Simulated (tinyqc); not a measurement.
Minimum-mode following (dimer method) and harmonic rate on a two-dimensional model surface: one step, computed by the program tinyqc. Command: `OMP_NUM_THREADS=1 python tinyqc.py 3023443 3023444 out.jsonl dimer walk`. One thread of a shared host (Intel(R) Xeon(R) Processor @ 2.30GHz), about 0.01 s of CPU time with the checks.

V(x, y) = -A (cos kx + cos ky) - B cos kx cos ky + (C sin ky + S sin kx)(1 - cos kx), k = 2 pi/a; the atom hops from the minimum at (0, 0) to that at (a, 0).

Question. Dimer step 2. Dimer at R with unit axis N = (cos phi, sin phi) and normal T = (-sin phi, cos phi). Gradients g at R +/- delta N and at R +/- delta T give H N and H T by central differences, (g+ - g-)/(2 delta). With C_N = N.H N, C_T = T.H T and b = T.H N, rotate by theta = (1/2) atan2(-2b, C_T - C_N), the angle of least curvature C = (C_N + C_T)/2 - sqrt((C_N - C_T)^2/4 + b^2). Translate along F = -g + 2 (g.N) N if C < 0, else along F = (g.N) N, with the new axis: R(new) = R + eta F, the move limited to 0.2 angstrom.

Inputs (values chosen for the exercise, for a model surface):
```
quantity            value           unit
amplitude A          0.33             eV
amplitude B          0.11             eV
skew C               0.13             eV
asymmetry S        -0.017             eV
period a              2.6       angstrom
half length delta   0.005       angstrom
step factor eta       0.2  angstrom^2/eV
```

Surface: adatom on a square lattice.

R after step 1 (angstrom): 1.129643  -0.286925

phi after step 1 = -9.545879 degrees

Give: C_N, C_T, b; rotation theta; phi after step 2; least curvature C; gradient g; effective force F; R after step 2.

Answer.

C_N, C_T, b (eV/angstrom^2): -1.621  1.992  -0.204

rotation theta = 3.225 degrees

phi after step 2 = -6.321 degrees

least curvature C = -1.633 eV/angstrom^2

gradient g (eV/angstrom): 0.3862  0.1090

effective force F (eV/angstrom): 0.3529  -0.1909

R after step 2 (angstrom): 1.200  -0.325

The curvature is negative, so the force along the axis is inverted.
